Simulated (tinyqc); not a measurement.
# Changing the temperature T

Model: grain-boundary diffusion: Harrison regimes, Fisher and Le Claire analysis, Hart average. Computed by tinyqc, a small Python program. Command: `OMP_NUM_THREADS=1 python tinyqc.py 3008218 3008219 out.jsonl gbdiff sweep`. One thread of a shared host (Intel(R) Xeon(R) Processor @ 2.30GHz), about 0.01 s of CPU time with the checks.

A boundary is a slab of width delta with diffusivity D_b, normal to a surface held at constant concentration; it leaks into grains of diffusivity D.

Inputs (values chosen for the exercise, for a model polycrystal):

| quantity | value | unit |
|---|---|---|
| lattice prefactor D0 | 6.2e-05 | m^2/s |
| lattice activation energy E | 1.7 | eV |
| boundary prefactor D0b | 9e-05 | m^2/s |
| boundary activation energy E_b | 1.02 | eV |
| boundary width delta | 0.97 | nm |
| segregation factor s | 1 | - |
| grain size d | 33 | um |
| time t | 370000 | s |

Constants: k_B = 8.617333262e-05 eV/K.

Method:
- D = D0 exp(-E/(k_B T)), D_b = D0b exp(-E_b/(k_B T)).
- Triple product P = s delta D_b.
- l = sqrt(D t); P = s delta D_b; alpha = s delta/(2 l); beta = P/(2 D l). Regime A if l > 3 d, C if alpha > 1, B if alpha < 0.1, l < d/4 and beta > 10, otherwise a transition.
- Hart average for parallel slabs: f = delta/d, D_eff = (s f D_b + (1 - f) D)/(1 - f + s f); share of the boundaries = s f D_b/(s f D_b + (1 - f) D); depth sqrt(D_eff t).
- Fisher: the mean concentration falls as exp(-y/y_F), y_F = sqrt(P) (pi t/(4 D))^(1/4), with the boundary equation P d2c/dy2 = 2 c sqrt(D/(pi t)). Le Claire (from the Whipple solution): ln c falls as -(y/y_L)^(6/5) with P = 1.322 sqrt(D/t) y_L^2.

One run for each value:

| temperature T (K) | Le Claire depth y_L (um) | lattice diffusion length l (um) | beta | share of the boundaries |
|---|---|---|---|---|
| 424 | 6.974 | 3.7754e-04 | 2.2557e+08 | 0.99981 |
| 490 | 9.541 | 8.6661e-03 | 8.0121e+05 | 0.99763 |
| 556 | 12.116 | 9.4537e-02 | 1.0858e+04 | 0.98418 |
| 623 | 14.663 | 6.3708e-01 | 3.5017e+02 | 0.93113 |
| 689 | 17.065 | 2.9031e+00 | 2.2839e+01 | 0.80074 |
| 755 | 19.340 | 1.0148e+01 | 2.4008e+00 | 0.59622 |
| 822 | 21.513 | 2.9434e+01 | 3.5311e-01 | 0.38647 |
| 888 | 23.520 | 7.1810e+01 | 7.0908e-02 | 0.23583 |
| 954 | 25.398 | 1.5486e+02 | 1.7781e-02 | 0.14302 |

Over the rows, Le Claire depth y_L (um) rises from 6.97 to 25.4 (exponent d ln y / d ln x 2.2 between the first rows and 1.1 between the last); lattice diffusion length l (um) rises from 3.78e-4 to 155 (exponent d ln y / d ln x 22 between the first rows and 11 between the last); beta falls from 2.26e8 to 0.0178 (exponent d ln y / d ln x -39 between the first rows and -19 between the last). y_L follows an apparent activation energy E_b/2 - E/4 = 0.085 eV and l one of E/2 = 0.850 eV, so the boundary tail stands out less as T rises: y_L/l goes from 18500 to 0.164.

Caution (rows 424, 490, 556, 623, 689, 755, 822, 888): outside regime A (which needs sqrt(D t) above about 3 d) the Hart average and its depth are formal: they describe a profile only in regime A or at steady state. Caution (rows 424, 755, 822, 888, 954): the Fisher and Le Claire forms need regime B with beta above 10.
